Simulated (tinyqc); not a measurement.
From wire to sheet: nanosheet or nanowire with hard walls, valleys of the Si type.

Six ellipsoidal valleys along the cube axes: inverse mass tensor w = 1/mt + (1/ml - 1/mt) a a^T with a the unit axis. Device axes: x along the channel, z = [001], y = z x x.

Hard walls around a W x H rectangle. The block w_c of w in (y, z) confines; the transport mass follows from 1/m_x = w_xx - w_xc w_c^-1 w_cx. The cross-section problem c (w_yy ky^2 + 2 w_yz ky kz + w_zz kz^2), c = hbar^2/2m0, is solved in products sin(n pi y/W) sin(l pi z/H), n, l = 1 to 12; if w_yz = 0 the levels are c pi^2 (w_yy n^2/W^2 + w_zz l^2/H^2). The w_yz term couples (n, l) to (n', l') by -2 c w_yz D_nn'(W) D_ll'(H) with D_nm(L) = 4 n m/(L (n^2 - m^2)) for n + m odd and 0 otherwise.

Without degeneracy the line density is N1 exp((EF - Ec)/kB T) with N1 = sum 2 g sqrt(m_x kB T/(4 pi c)) exp(-E/kB T), here over n, l up to 80 where w_yz = 0 and over all levels of a 12 x 12 sine basis otherwise; the classical value is W H Nc with Nc = 2 g_all (m_dos kB T/(4 pi c))^(3/2), m_dos = (ml mt^2)^(1/3); dVt = kB T ln(W H Nc/N1).

Constants: hbar^2/2m0 = 3.80998211 eV angstrom^2; kB = 8.617333262e-05 eV/K.

Parameters, chosen for this exercise (near those of Si; shifted at random, so the results belong to these values and not to a real crystal):

| symbol | value | unit | meaning |
|---|---|---|---|
| ml | 0.924 | m0 | longitudinal mass |
| mt | 0.193 | m0 | transverse mass |
| T | 350 | K | temperature |
| g_all | 6 |  | number of valleys |
| channel | 110 |  | transport direction x on a (001) wafer |
| H | 68 | angstrom | height, along z = [001] |
| Ws | (25, 35, 50, 75, 110, 170, 260) | angstrom | widths |

Valleys:

| group | valleys g | w_yy | w_zz | \|w_yz\| | m_x (m0) |
|---|---|---|---|---|---|
| A | 2 | 5.18135 | 1.08225 | 0.00000 | 0.19300 |
| B | 4 | 3.13180 | 5.18135 | 0.00000 | 0.55850 |

Lowest level of each group (groups ordered by w_zz, then w_yy) and dVt against the width.

Results:

| W (angstrom) | A1 (eV) | B1 (eV) | dVt (mV) |
|---|---|---|---|
| 25 | 0.3205 | 0.2306 | 201.7 |
| 35 | 0.1678 | 0.1383 | 115.6 |
| 50 | 0.0867 | 0.0892 | 69.9 |
| 75 | 0.0434 | 0.0631 | 47.1 |
| 110 | 0.0249 | 0.0519 | 37.6 |
| 170 | 0.0155 | 0.0462 | 31.9 |
| 260 | 0.0117 | 0.0439 | 28.8 |

dVt falls from 202 to 29 mV. The lowest group changes from B to A between W = 35 and 50 angstrom (H = 68). At the widest W the lowest level is 0.0117 eV; the film limit c pi^2 w_zz/H^2 of that group is 0.0088 eV.

(tinyqc, `OMP_NUM_THREADS=1 python tinyqc.py 1280068 1280069 out.jsonl`, Intel(R) Xeon(R) Processor @ 2.30GHz, 1 thread, shared host, about 0.02 s.)
